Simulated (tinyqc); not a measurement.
## Doping and thickness from pinch-off voltage and conductance

Question. A uniform channel has Vp = q Nd a^2/(2 eps0 eps_r) and G0 = q mu Nd a W/L. Find a and Nd.

Values chosen for this exercise; material values close to those of gallium arsenide:
- eps_r = 13.1 (relative permittivity of the semiconductor)
- mu = 4500 cm^2/(V s) (low-field mobility at this doping)
- L = 0.3 um (gate length)
- W = 300 um (gate width)

Constants: q = 1.602176634e-19 C, eps0 = 8.8541878128e-14 F/cm where lengths are in cm. Results are converted to the units shown.

Vp = 1.4719213 V
G0 = 640.22978 mS

Solution. G0 gives the product Nd a and Vp gives Nd a^2; their ratio is a.

a = 240 nm
Nd = 3.70e16 cm^-3

Program tinyqc, `OMP_NUM_THREADS=1 python tinyqc.py 2500119 2500120 out.jsonl`; Intel Xeon 2.30GHz, shared host, one thread, about 0.07 s.
